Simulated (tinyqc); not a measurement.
## Lossy on-chip transmission line with skin effect: line properties against frequency

A uniform line in a homogeneous dielectric: c = sqrt(er)/(c0 Z0), l = Z0 sqrt(er)/c0 (c0 = 299792458 m/s), g = w c td, w = 2 pi f. The resistance joins its limits as r = sqrt(r_dc^2 + r_hf^2), with r_dc = rho/(wd th), r_hf = kr rho/(2 delta (wd + th)), delta = sqrt(rho/(pi f mu0)), mu0 = 4 pi 1e-7 H/m; this is an interpolation, and internal inductance, up to 0.05 nH/mm at low frequency, is neglected.

gamma = sqrt((r + i w l)(g + i w c)) = alpha + i beta, Zc = sqrt((r + i w l)/(g + i w c)), roots with positive real part; loss 8.685889638 alpha in dB; phase velocity w/beta. ZL = 1/(1/RL + i w CL); reflection (ZL - Zc)/(ZL + Zc); Zin = Zc (ZL + Zc tanh(gamma len))/(Zc + ZL tanh(gamma len)); H = V_load/V_source = [Zin/(Zin + Rg)]/[cosh(gamma len) + (Zc/ZL) sinh(gamma len)].

Values chosen for this exercise:
```
symbol,value,unit,meaning
wd,4.2,um,width of the strip
th,0.68,um,thickness of the strip
rho,2.9,uohm cm,resistivity
er,3,,relative permittivity
td,0,,loss tangent
Z0,50,ohm,lossless impedance sqrt(l/c)
kr,1.2,,factor for crowding and the return path
len,0.78,mm,length
Rg,50,ohm,source resistance
RL,100,ohm,load resistance
CL,20,fF,load capacitance
```

Line properties against frequency:

| f (GHz) | r (ohm/mm) | r/(w l) | loss (dB/mm) | \|Zc\| (ohm) | phase velocity over c0 | length in wavelengths | \|H\| (dB) |
|---|---|---|---|---|---|---|---|
| 0.01 | 10.15 | 559.5 | 0.05269 | 1183 | 0.03449 | 7.544e-4 | -3.969 |
| 0.03 | 10.16 | 186.5 | 0.09111 | 682.9 | 0.05962 | 0.001309 | -3.969 |
| 0.09 | 10.16 | 62.21 | 0.1570 | 394.4 | 0.1027 | 0.002280 | -3.969 |
| 0.3 | 10.18 | 18.69 | 0.2816 | 216.3 | 0.1839 | 0.004245 | -3.970 |
| 0.8 | 10.22 | 7.040 | 0.4409 | 133.3 | 0.2867 | 0.007260 | -3.972 |
| 2 | 10.32 | 2.844 | 0.6329 | 86.81 | 0.4075 | 0.01277 | -3.977 |
| 7 | 10.73 | 0.8448 | 0.8677 | 57.21 | 0.5373 | 0.03390 | -4.010 |
| 20 | 11.74 | 0.3233 | 1.007 | 51.26 | 0.5701 | 0.09127 | -4.166 |
| 60 | 14.39 | 0.1321 | 1.247 | 50.22 | 0.5761 | 0.2710 | -4.910 |

What does the table show?

r equals w l at 5.86 GHz: below it |Zc| and the delay grow as in an RC line, above it |Zc| tends to Z0 = 50 ohm and the velocity to 1/sqrt(er) = 0.577 c0. The loss goes as f^(0.50) between the first two rows and f^(0.19) between the last two. |H| is -3.97 dB in the first row and -4.91 dB in the last; between rows it can pass through resonances that the table doesn't show.

tinyqc, about 0.01 s, one thread, Intel Xeon 2.30GHz (shared host): `OMP_NUM_THREADS=1 python tinyqc.py 2810192 2810193 out.jsonl`
